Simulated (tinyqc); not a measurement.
Planar ballistic transistor, top-of-the-barrier model: one step of the calculation.

At the top of the source barrier, states moving towards the drain are filled by the source (Fermi level 0) and states moving back by the drain (Fermi level -q Vd); nothing scatters. U is the shift of the band edge there, set by the capacitances CG, CD and CS (the total) and by the charge. Parabolic two-dimensional band; the source is grounded.

Question. Current, mean velocity and share of the gate voltage. N0 = gv m kB T/(pi hbar^2), CG = eps0 eox/tox, vT = sqrt(2 kB T/(pi m)), CS = CG/aG, n0 = n at U = 0 and Vd = 0. eta1 = -(E0 + U)/Vt, eta2 = eta1 - Vd/Vt, n = (N0/2)[F_0(eta1) + F_0(eta2)], F_0(x) = ln(1 + exp x). I = q (N0/2) vT [F_(1/2)(eta1) - F_(1/2)(eta2)] per width, F_(1/2)(x) = (2/sqrt(pi)) int_0^infinity u^(1/2)/(1 + exp(u - x)) du. Mean velocity I/(q n). CQ = (q/Vt) dn/d(eta1); the band edge follows the gate as -dU/dVg = aG/(1 + CQ/CS).

Parameters, values chosen for the exercise; mass and valleys close to those of a monolayer dichalcogenide: temperature T = 200 K; effective mass m = 0.481 m0; valley degeneracy gv = 2; relative permittivity of the gate insulator eox = 22; insulator thickness tox = 1.5 nm; gate control CG/CS aG = 0.76; band edge at the barrier top above the source Fermi level at zero bias E0 = 0.29 eV; drain voltage Vd = 0.2 V.

Constants: q = 1.602176634e-19 C, kB = 1.380649e-23 J/K, hbar = 1.054571817e-34 J s, m0 = 9.1093837015e-31 kg, Vt = kB T/q, eps0 = 8.8541878128e-14 F/cm where lengths are in cm. Results are converted to the units shown.

converged U = -0.40343251 eV

Give: eta1; n; I; mean velocity; CQ; -dU/dVg.

Answer.

eta1 = 6.5816
n = 2.2819e13 cm^-2
I = 4591.8 uA/um
mean velocity = 1.2560e7 cm/s
CQ = 32.358 uF/cm^2
-dU/dVg = 0.26264 eV/V

The carriers from the source are degenerate (eta1 = 6.58), and the mean velocity is 1.98 times vT = sqrt(2 kB T/(pi m)) = 6.33e6 cm/s.

Computed by the program tinyqc: `OMP_NUM_THREADS=1 python tinyqc.py 2400109 2400110 out.jsonl`, one thread of a shared Intel Xeon 2.30GHz, about 0.01 s for the whole run.
